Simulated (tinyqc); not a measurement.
Phase shift across the band: Koster-Slater impurity in a tight-binding band, by Green functions and by supercells. Computed by tinyqc, a small Python program. Command: `OMP_NUM_THREADS=1 python tinyqc.py 3020185 3020186 out.jsonl kosterslater walk`. One thread of a shared host (Intel(R) Xeon(R) Processor @ 2.30GHz), about 0.04 s of CPU time with the checks.

One orbital per site, e(k) = -2 t sum cos(k_i) over 2 direction(s), band from -4 t to 4 t, lattice constant 1. One site has the extra energy U. Spin is left out.

Inputs (values chosen for the exercise, for a model band): hopping t = 0.53 eV; impurity potential U = 3.66 eV; broadening eta = 0.053 eV.

Lattice: square.

Method:
- Outside the band G0(E) = (2/(pi E)) K(m), m = 16 t^2/E^2, K the complete elliptic integral with parameter m.
- A bound state solves 1/U = G0(E).
- Bisection in ln(distance from the edge) between 1e-5 t and |U| + t. Weight on the impurity site: -1/(U^2 dG0/dE), by a central difference with step min(1e-4 t, distance/30). Decay length along an axis: 1/arccosh(1 + distance/(2 t)).
- Inside the band G0(z), z = E + i eta, comes from the chain form 1/(sqrt(y - 2t) sqrt(y + 2t)) (principal roots) at y = z + 2 t cos k, averaged over k in (0, pi) with 200 Gauss-Legendre points.
- delta/pi = -arg(1 - U G0)/pi counts the states added below E (Friedel); host DOS = -Im G0/pi, DOS on the impurity = -Im[G0/(1 - U G0)]/pi; 13 evenly spaced energies from -(band edge + |U| + 2t) to +(band edge + |U| + 2t).

distance from the band edge = 1.85287 eV

level E_b = 3.97287 eV

Across the spectrum:
```
E (eV)  Re G0 (1/eV)  host DOS (1/eV)  DOS on the impurity (1/eV)  delta/pi
-6.84       -0.14990          0.00039                    0.000162  -0.00092
-5.70       -0.18201          0.00058                    0.000209  -0.00128
-4.56       -0.23281          0.00098                    0.000285  -0.00193
-3.42       -0.32872          0.00210                    0.000432  -0.00348
-2.28       -0.67211          0.01672                    0.001393  -0.01767
-1.14       -0.50021          0.19835                    0.015010  -0.21588
0.00         0.00000          0.48505                    0.015108  -0.44353
1.14         0.50021          0.19835                    0.033666  -0.61119
2.28         0.67211          0.01672                    0.007712  -0.95832
3.42         0.32872          0.00210                    0.050111  -0.96240
4.56         0.23281          0.00098                    0.044362  -0.02411
5.70         0.18201          0.00058                    0.005212  -0.00637
6.84         0.14990          0.00039                    0.001910  -0.00316
```

What does the comparison show, and why?

delta/pi starts and ends near zero (-0.001 and -0.003): the impurity moves states but creates none. delta/pi is negative in the band, down to -0.96 among these rows (-1 just below the level for small eta), and the lost state returns at the level above the band (3.973 eV).

Extremes, crossings and ranges named in words are read from the listed rows.
